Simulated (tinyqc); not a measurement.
Changing the ripple wavelength over the critical one: strain-driven roughening and islands of a mismatched epitaxial film. Computed by tinyqc, a small Python program. Command: `OMP_NUM_THREADS=1 python tinyqc.py 3019204 3019205 out.jsonl island sweep`. One thread of a shared host (Intel(R) Xeon(R) Processor @ 2.30GHz), about 0.01 s of CPU time with the checks.

Film and substrate share isotropic elastic constants; the film is coherent and biaxially strained.

Inputs (values chosen for the exercise, modelled on Si(0.5)Ge(0.5) on Si):
```
quantity                                     value       unit
misfit |f|                                  0.0216          -
shear modulus G                                 57        GPa
Poisson ratio nu                              0.24          -
surface energy gamma                           1.2      J/m^2
surface mobility D_s nu_s Omega^2/(k_B T)  2.8e-32  m^6/(J s)
initial ripple amplitude A0                  0.063         nm
```

Transport: surface diffusion.

Method. M = 2 G (1 + nu)/(1 - nu); stress = M f; energy density w = M f^2. A ripple A cos(k x) has the surface chemical potential per volume [gamma k^2 - 2 (1 + nu) w k] A cos(k x), so k_c = 2 (1 + nu) w/gamma. With surface diffusion the amplitude grows at the rate q = B k^2 [2 (1 + nu) w k - gamma k^2], fastest at k_m = (3/4) k_c. B is the surface mobility. Stress at the trough = stress x (1 + 2 k A).

One run for each value:
```
ripple wavelength over the critical one  q over the largest rate  k (1/nm)  stress concentration at A0
0.8                                                      -4.6296   0.22418                      1.0282
1.0                                                       0.0000   0.17935                      1.0226
1.3                                                       0.9959   0.13796                      1.0174
1.7                                                       0.7947   0.10550                      1.0133
2.2                                                       0.4857   0.08152                      1.0103
2.9                                                       0.2547   0.06184                      1.0078
3.7                                                       0.1366   0.04847                      1.0061
4.8                                                       0.0679   0.03736                      1.0047
6.2                                                       0.0334   0.02893                      1.0036
8.0                                                       0.0162   0.02242                      1.0028
```

What does the table show, and why?

Over the rows, q over the largest rate goes from -4.63 through a maximum among these rows, 0.996 at 1.30, to 0.0162; k (1/nm) falls from 0.224 to 0.0224 (exponent d ln y / d ln x about -1.0 throughout); stress concentration at A0 falls from 1.03 to 1.00 (exponent d ln y / d ln x -0.025 between the first rows and -0.0032 between the last). The rate is negative below the critical wavelength, where surface energy wins, and falls again at long wavelength, as k^3, since atoms must diffuse farther.

Extremes, crossings and ranges named in words are read from the listed rows.
